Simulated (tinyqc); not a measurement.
Decay of LO phonons and the hot-phonon bottleneck in the cooling of electrons: one step, computed by the program tinyqc.

n(E, T) = 1/(exp(E/(k_B T)) - 1) is the Bose occupation. Electrons have a temperature T_e; the LO modes within their reach share one occupation N; the decay products stay at the lattice temperature.

Task: Lifetime and Raman width. Decay rate 1/tau = (1/tau_0) [1 + 2 n_2 + b (1 + 3 n_3 + 3 n_3^2)]/(1 + b), n_2 = n(hbar omega/2), n_3 = n(hbar omega/3). Full width Gamma = 1/(2 pi c tau) in 1/cm, c in cm/s.

Inputs (values chosen for the exercise, modelled on aluminium nitride):
```
quantity,value,unit
LO energy hbar omega,109,meV
"lifetime at T = 0, tau_0",1.4,ps
weight b of the three-phonon channel,0.16,-
lattice temperature T,150,K
```

Decay channel: two equal phonons plus a three-phonon channel.

Constants: k_B = 8.617333262e-05 eV/K; c = 299792458 m/s.

Give: thermal factor tau_0/tau; phonon lifetime tau; Raman width Gamma; equilibrium LO occupation N_0.

Result:

thermal factor tau_0/tau = 1.054

phonon lifetime tau = 1.328 ps

Raman width Gamma = 3.997 1/cm

equilibrium LO occupation N_0 = 2.177e-04

Spontaneous decay rules: the products are hardly occupied.
